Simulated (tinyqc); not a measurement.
# Square on-chip spiral inductor, lumped pi model: two studies

Outer diameter do = di + 2 n wd + 2 (n - 1) sp, mean da = (do + di)/2, fill p = (do - di)/(do + di), length l = 4 n da. L = 2.34 mu0 n^2 da/(1 + 2.75 p), mu0 = 4 pi 1e-7 H/m. Rs = rho l/(wd delta (1 - exp(-th/delta))), delta = sqrt(rho/(pi f mu0)). Cs = n wd^2 eps0 eo/hu across the coil. At each end Cox = l wd eps0 eo/(2 ho) leads to the substrate branch Rsi = 2 rs he/(l wd) in parallel with Csi = l wd eps0 11.7/(2 he). With one end grounded Y = 1/(Rs + i w L) + i w Cs + 1/[1/(i w Cox) + 1/(1/Rsi + i w Csi)], w = 2 pi f; Q = -Im Y/Re Y. Eddy currents in neighbouring turns and in the substrate are left out.

Parameters, values chosen for the exercise; values of the order met in silicon radio-frequency processes: number of turns n = 3.5; line width wd = 8 um; space between turns sp = 3 um; inner diameter di = 60 um; metal thickness th = 3 um; metal resistivity rho = 1.9 uohm cm; oxide below the coil ho = 4.8 um; oxide between coil and underpass hu = 1 um; relative permittivity of the oxide eo = 3.9; substrate resistivity rs = 20 ohm cm; effective spreading depth in the substrate he = 50 um; frequency f = 9.6 GHz.

Constants: eps0 = 8.8541878128e-12 F/m. Results are converted to the units shown.

Each table varies one quantity; the others keep the values above.

## Quality factor against frequency

Apparent inductance Im(1/Y)/w; share of the loss Re(substrate branch)/Re Y.

Results:
```
f (GHz),Rs (ohm),w L/Rs,Q,apparent inductance (nH),loss in the substrate (%)
0.5,1.651,3.236,3.232,1.702,0.04769
0.82,1.846,4.748,4.727,1.704,0.2594
1.3,2.090,6.649,6.549,1.707,1.097
2.2,2.472,9.512,9.017,1.715,4.333
5.9,3.647,17.29,12.48,1.774,24.53
9.6,4.550,22.55,11.68,1.895,42.00
16,5.814,29.41,8.050,2.353,61.61
26,7.387,37.62,2.174,5.578,77.05
```

Estimate the missing row, f = 3.6 GHz.

Computed row:
```
f (GHz),Rs (ohm),w L/Rs,Q,apparent inductance (nH),loss in the substrate (%)
3.6,2.968,12.96,11.24,1.731,11.64
```

With this row back in the table: Q goes from 3.23 through a maximum of 12.5 (at f = 5.9 GHz among the rows listed) to 2.17; the exact peak is 12.5 at 6.42 GHz and Q reaches zero at the self-resonance, 30.1 GHz. The share of the substrate rises from 0.0477 to 77.1 %, and the apparent inductance ends at 3.28 times L. At the peak the substrate takes 27.3 % of the loss. For f = 26 the coil is longer than 0.15 of a wavelength in the oxide, where one lumped section is rough.

## Effect of the substrate resistivity

Same model as above.

Peak Q and its frequency from a search over f; self-resonance where Im Y = 0; Q at the given f (negative beyond resonance).

The same in every row: L (nH) = 1.701; do (um) = 131.0.

Effect of the substrate resistivity:
```
rs (ohm cm),peak Q,f of the peak (GHz),self-resonance (GHz),Q at f
0.1,15.54,7.300,17.96,14.41
1,13.06,5.168,19.56,7.870
3,11.60,4.257,26.62,5.828
10,11.04,4.522,29.83,8.512
30,13.86,7.655,30.14,13.55
100,17.74,10.80,30.18,17.63
1000,21.03,13.29,30.18,19.97
10000,21.50,13.63,30.18,20.23
```

What does the comparison show?

As rs goes from 0.1 to 10000, L stays at 1.70 nH, the peak Q goes from 15.5 through a minimum of 11.0 (at rs = 10 among the rows listed) to 21.5, its frequency goes from 7.30 through a minimum of 4.26 (at rs = 3 among the rows listed) to 13.6 GHz and the self-resonance rises from 18.0 to 30.2 GHz. In this model both a very low and a very high resistivity dissipate little: the first shorts the branch to a pure Cox, the second blocks the current. For rs = 0.1, 1 eddy currents in the substrate, left out, would lower Q markedly.

Computed by the program tinyqc: `OMP_NUM_THREADS=1 python tinyqc.py 2302099 2302100 out.jsonl`, one thread of a shared Intel Xeon 2.30GHz, about 0.01 s for the whole run.
